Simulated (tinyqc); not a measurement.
Electroplating on a thin resistive seed layer: kinetics, Wagner number and the terminal effect across a wafer: one step, computed by the program tinyqc.

Current enters the seed at the rim. The bath is treated as a local resistance per area (no lateral flow in the liquid), two electrons per ion, molar volume 7.11 cm^3/mol, Faraday constant F = e N_A, kinematic viscosity 0.01 cm^2/s, omega = 2 pi x rpm/60; k_B T/e is in volts.

Task: Rate, limit and resistances. Growth rate = i V_m/(2 F). Levich limit i_L = 0.62 x 2 F D^(2/3) omega^(1/2) nu^(-1/6) c. Tafel overpotential eta = (k_B T/(alpha e)) ln(i/i_0); kinetic resistance k_B T/(alpha e i); bath resistance h/kappa + plate; R_s = resistivity/t; Wagner number = kinetic resistance x kappa/R.

Inputs (values chosen for the exercise, of the order of those for copper plating from an acid sulfate bath):
```
quantity                               value         unit
wafer radius R                            15           cm
seed thickness t                          99           nm
seed resistivity                          20  microohm cm
bath conductivity kappa                 0.19         S/cm
gap to the anode h                       6.7           cm
extra resistance of a porous plate         0     ohm cm^2
exchange current density i_0            0.29      mA/cm^2
cathodic transfer coefficient alpha     0.84            -
mean current density                      16      mA/cm^2
diffusivity of the metal ion         5.8e-06       cm^2/s
metal ion concentration                 0.47        mol/L
rotation rate                            100          rpm
temperature T                            298            K
```

Constants: e = 1.602176634e-19 C; N_A = 6.02214076e+23 1/mol; k_B = 8.617333262e-05 eV/K.

Give: growth rate; limiting current i_L; overpotential; kinetic resistance; bath resistance R_b; sheet resistance R_s; Wagner number.

Result:

growth rate = 353.7 nm/min

limiting current i_L = 126.6 mA/cm^2

overpotential = 122.6 mV

kinetic resistance = 1.911 ohm cm^2

bath resistance R_b = 35.26 ohm cm^2

sheet resistance R_s = 2.020 ohm/square

Wagner number = 0.02420
